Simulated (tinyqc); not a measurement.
Comparisons within one model: six-band Luttinger-Kohn model with strain. A value that a table varies takes the place of the one given here.

Six-band Luttinger-Kohn model in the basis |3/2,3/2>, |3/2,1/2>, |3/2,-1/2>, |3/2,-3/2>, |1/2,1/2>, |1/2,-1/2>, electron energies, zero at the top of the unstrained valence band. H = -[rows: (P+Q, -S, R, 0, -S/r2, r2 R); (-S*, P-Q, 0, R, -r2 Q, r32 S); (R*, 0, P-Q, S, r32 S*, r2 Q); (0, R*, S*, P+Q, -r2 R*, -S*/r2); (-S*/r2, -r2 Q, r32 S, -r2 R, P+Dso, 0); (r2 R*, r32 S*, r2 Q, -S/r2, 0, P+Dso)], r2 = sqrt(2), r32 = sqrt(3/2). Levels are twofold.

P = c g1 k^2 - av tr(e); Q = c g2 (kx^2 + ky^2 - 2 kz^2) - (b/2)(exx + eyy - 2 ezz); R = c sqrt3 [-g2 (kx^2 - ky^2) + 2i g3 kx ky] + (sqrt3/2) b (exx - eyy) - i d exy; S = 2 c sqrt3 g3 (kx - i ky) kz - d (exz - i eyz); c = hbar^2/2m0, e the strain tensor (not engineering shear).

s11 = (C11 + C12)/((C11 - C12)(C11 + 2 C12)), s12 = -C12/((C11 - C12)(C11 + 2 C12)), s44 = 1/C44; exx = s11 sxx + s12 (syy + szz) and cyclic, exy = s44 sxy/2; tension is positive. A uniaxial stress X along the unit vector n is s_ij = X n_i n_j.

Constants: hbar^2/2m0 = 3.80998211 eV angstrom^2.

Inputs chosen for the exercise (near those of AlAs; not measured data): Dso = 0.282 eV (spin-orbit splitting); g1 = 3.75 (Luttinger gamma1); g2 = 0.82 (gamma2); g3 = 1.42 (gamma3); av = 2.48 eV (valence hydrostatic potential); b = -2.29 eV (tetragonal shear potential); d = -3.4 eV (trigonal shear potential); C11 = 124.9 GPa; C12 = 52.9 GPa; C44 = 54.4 GPa; load = uniaxial [001] (kind of stress); X1 = 1.5 GPa (size of the stress); E_h = 40 meV (hole energy below the top); X = -1.42 GPa (stress).

## Sweep of a uniaxial [001] stress

Edges at k = 0 and curvature masses of the top pair along [110] and [001] (step 0.0002 1/angstrom); at zero stress the top is fourfold and has no single curvature.

Edges and masses:

| X (GPa) | top (eV) | second (eV) | third (eV) | splitting (meV) | m [110] | m [001] |
|---|---|---|---|---|---|---|
| -1.50 | 0.0449 | -0.0638 | -0.3114 | 108.7 | 0.397 | 0.161 |
| -1.00 | 0.0274 | -0.0426 | -0.2991 | 69.9 | 0.381 | 0.167 |
| -0.50 | 0.0122 | -0.0213 | -0.2891 | 33.5 | 0.362 | 0.175 |
| 0.00 | 0.0000 | 0.0000 | -0.2820 | 0.0 | - | - |
| 0.50 | 0.0213 | -0.0086 | -0.2785 | 29.9 | 0.219 | 0.474 |
| 1.00 | 0.0426 | -0.0132 | -0.2791 | 55.8 | 0.219 | 0.474 |
| 1.50 | 0.0638 | -0.0135 | -0.2839 | 77.4 | 0.219 | 0.474 |

The splitting reaches 108.7 meV under compression and 77.4 meV under the same tension; linear shear terms alone would make the two equal, and the difference comes from the coupling to the split-off band. At the ends of the sweep the top pair has a mass along [110] of 0.397 under compression and 0.219 under tension, so tension gives the lighter holes along [110]; along [001] it has 0.161 and 0.474. The top edge itself moves by +45 and +64 meV.

## Which stress helps holes along [110]

Each load has size X1 (biaxial: sxx = syy); masses are curvatures of the top pair at k = 0.

Results:

| load | splitting (meV) | top edge (meV) | m [110] | m [001] |
|---|---|---|---|---|
| uniaxial [110], compression | 71.6 | 23.3 | 0.141 | 0.412 |
| uniaxial [110], tension | 60.9 | 50.8 | 0.638 | 0.189 |
| uniaxial [100], compression | 108.7 | 44.9 | 0.229 | 0.397 |
| uniaxial [100], tension | 77.4 | 63.8 | 0.299 | 0.219 |
| uniaxial [111], compression | 58.8 | 15.6 | 0.178 | 0.267 |
| uniaxial [111], tension | 48.5 | 43.2 | 0.429 | 0.267 |
| biaxial (001), compression | 77.4 | 15.5 | 0.219 | 0.474 |
| biaxial (001), tension | 108.7 | 93.2 | 0.397 | 0.161 |

The lightest mass along [110] (0.141) comes with uniaxial [110], compression. The largest splitting (108.7 meV) comes with uniaxial [100], compression; biaxial (001), tension. The heaviest mass along [001] (0.474), which lowers the confinement energy in a (001) channel, comes with biaxial (001), compression. The splitting per GPa follows b (s11 - s12) for loads along cube axes and d s44 for [111]: here 2 |b| (s11 - s12) = 63.6 and |d| s44/sqrt3 = 36.1 meV per GPa in the limit of large Dso; where the splitting nears Dso, mixing with the split-off band makes it depend on the sign of the load.

## Warping of the constant-energy contours (six-band Luttinger-Kohn model)

No strain (e = 0). In the plane kz = 0, |k| where the top and second pairs lie E_h below the top, against the angle from [100]; m = c k^2/E_h.

Contours:

| angle (degrees) | k top (1/angstrom) | k second (1/angstrom) | m top (m0) | m second (m0) |
|---|---|---|---|---|
| 0 | 0.0705 | 0.0448 | 0.474 | 0.191 |
| 9 | 0.0725 | 0.0444 | 0.501 | 0.188 |
| 18 | 0.0783 | 0.0435 | 0.584 | 0.180 |
| 27 | 0.0872 | 0.0425 | 0.724 | 0.172 |
| 36 | 0.0973 | 0.0419 | 0.902 | 0.167 |
| 45 | 0.1026 | 0.0417 | 1.002 | 0.166 |

The heavy contour reaches 1.454 times as far along [110] as along [100], the light one 0.931 times. The warping follows g3 - g2 = 0.60 and would vanish for g2 = g3. Along [100] the heavy mass is 1/(g1 - 2 g2) = 0.474 at any energy, while the light one is 0.1909, against 1/(g1 + 2 g2) = 0.1855 at the edge, for E_h/Dso = 0.14.

## What each parameter does

Edges at k = 0 under a uniaxial [001] stress X and the curvature mass of the top pair along [110] (step 0.0002 1/angstrom). Each row changes one parameter from the base and keeps the others.

Results:

| case | top (eV) | second (eV) | third (eV) | mass (m0) |
|---|---|---|---|---|
| base | 0.0419 | -0.0604 | -0.3093 | 0.394 |
| g1 = 3 | 0.0419 | -0.0604 | -0.3093 | 0.560 |
| C12 = 63.48 GPa | 0.0549 | -0.0669 | -0.3120 | 0.401 |
| b = -2.748 eV | 0.0556 | -0.0695 | -0.3139 | 0.402 |
| av = 2.976 eV | 0.0389 | -0.0635 | -0.3123 | 0.394 |
| d = -2.72 eV | 0.0419 | -0.0604 | -0.3093 | 0.394 |
| C44 = 43.52 GPa | 0.0419 | -0.0604 | -0.3093 | 0.394 |
| C11 = 99.92 GPa | 0.0774 | -0.0863 | -0.3245 | 0.414 |

The largest shifts from the base row, up to three for each result and ties (the steps differ in size, so this ranks the rows, not the parameters). top (eV): C11 +0.0355, b +0.0137, C12 +0.0130; unchanged at the printed digits by g1, d and C44. second (eV): C11 -0.0258, b -0.0090, C12 -0.0065; unchanged at the printed digits by g1, d and C44. third (eV): C11 -0.0152, b -0.0046, av -0.0031; unchanged at the printed digits by g1, d and C44. mass (m0): g1 +0.166, C11 +0.019, b +0.008; unchanged at the printed digits by av, d and C44. The Luttinger parameters multiply k^2 and cannot move the edges; av shifts all edges alike and leaves the mass.

Computed by tinyqc, a small Python program: `OMP_NUM_THREADS=1 python tinyqc.py 1080663 1080664 out.jsonl` (the numbers bound the seed that draws the inputs); one thread of a shared host (Intel(R) Xeon(R) Processor @ 2.30GHz), about 0.03 s for the whole set of steps.
